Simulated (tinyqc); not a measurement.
# MOSFET in the linear regime without short-channel effects, parameter extraction from computed curves, step by step

Computed by the program tinyqc: `OMP_NUM_THREADS=1 python tinyqc.py 2210006 2210007 out.jsonl`, one thread of a shared Intel Xeon 2.30GHz, about 0.01 s for the whole run. Printed values are rounded.

Inversion charge Q = Cox n Vt W0(exp((Vg - VT)/(n Vt))), W0 the Lambert function and n = nf; u = Q/Cox; mobility mu = mu0/(1 + th1 u + th2 u^2); channel resistance Rch = (L - dL)/(W mu Q); Id = Vd/(Rch + Rsd/W). Cox = eps0 eox/tox. Small Vd, no channel-length or drain effects.

Parameters, values chosen for the exercise; channel values of the order met in silicon transistors:

| symbol | value | unit | meaning |
|---|---|---|---|
| T | 300 | K | temperature |
| eox | 9.22 |  | relative permittivity of the gate insulator (close to aluminium oxide) |
| tox | 19 | nm | insulator thickness |
| mu0 | 350 | cm^2/(V s) | low-field mobility |
| th1 | 0.41 | 1/V | first mobility attenuation factor |
| th2 | 0 | 1/V^2 | second mobility attenuation factor |
| VT | 0.23 | V | threshold voltage |
| nf | 1.49 |  | body factor |
| W | 1 | um | gate width |
| L | 1.7 | um | drawn gate length |
| dL | 0.005 | um | drawn less effective length |
| Rsd | 420 | ohm um | source plus drain resistance |
| Vd | 0.05 | V | drain voltage |

Constants: q = 1.602176634e-19 C, kB = 1.380649e-23 J/K, Vt = kB T/q, eps0 = 8.8541878128e-14 F/cm where lengths are in cm. Results are converted to the units shown.

## Transfer curve

```
point,Vg (V)
0,-0.01
1,0.11
2,0.23
3,0.35
4,0.47
5,0.59
6,0.71
7,0.83
8,0.95
9,1.07
```

u, mu, Rch and Id as defined.

```
point,u (V),mu (cm^2/(V s)),Rch (ohm),Id (uA)
0,7.56669e-5,349.989,1.48965e8,3.35649e-4
1,0.00163778,349.765,6.88672e6,0.00725990
2,0.0218461,346.893,5.20565e5,0.0959720
3,0.0881226,337.795,1.32526e5,0.376091
4,0.180503,325.883,67065.2,0.740903
5,0.283160,313.593,44426.9,1.11491
6,0.390754,301.670,33466.4,1.47552
7,0.501168,290.341,27111.4,1.81611
8,0.613385,279.667,22996.9,2.13521
9,0.726847,269.644,20128.4,2.43328
```

## Threshold and mobility at the peak transconductance

gm_i = (Id_(i+1) - Id_(i-1))/(Vg_(i+1) - Vg_(i-1)); at the point j of largest gm the tangent meets the axis at V_ext = Vg_j - Id_j/gm_j; field-effect mobility gm_j L/(W Cox Vd) with the drawn L.

```
point,gm (uS)
1,0.398485
2,1.53680
3,2.68721
4,3.07839
5,3.06090
6,2.92168
7,2.74871
8,2.57154
```

j = 4
V_ext = 0.229321 V
field-effect mobility = 243.600 cm^2/(V s)

V_ext is 0.68 mV below the model VT, and the mobility so found is 31 % below mu0 L/(L - dL) = 351 cm^2/(V s), the value for the drawn L; attenuation, series resistance and the slow approach of Q to a straight line all lower the peak gm.

## The Y function

Y_i = Id_i/sqrt(gm_i). For Id = beta Vd x/(1 + th x), x = Vg - VT, Y = sqrt(beta Vd) x whatever th. Slope s from points 5 and 8; VT_Y = Vg - Y/s at point 8; beta = s^2/Vd; mobility beta L/(W Cox) with the drawn L; th* = (beta Vd x/Id - 1)/x at point 8.

```
point,Y (uA^0.5 V^0.5)
1,0.0115007
2,0.0774170
3,0.229426
4,0.422279
5,0.637255
6,0.863234
7,1.09541
8,1.33151
```

s = 1.92848 uA^0.5 V^-0.5
VT_Y = 0.259556 V
beta = 74.3808 uA/V^2
mobility from Y = 294.296 cm^2/(V s)
th* = 0.293425 1/V

The mobility from Y is 16 % below mu0 L/(L - dL) = 351 cm^2/(V s), which it should reach in deep inversion when th2 = 0. th* compares with th1 + mu0 Cox Rsd/(L - dL) = 0.447 1/V, since series resistance enters like th1. The match is poor here: at these overdrives Q is not yet a straight line in Vg.
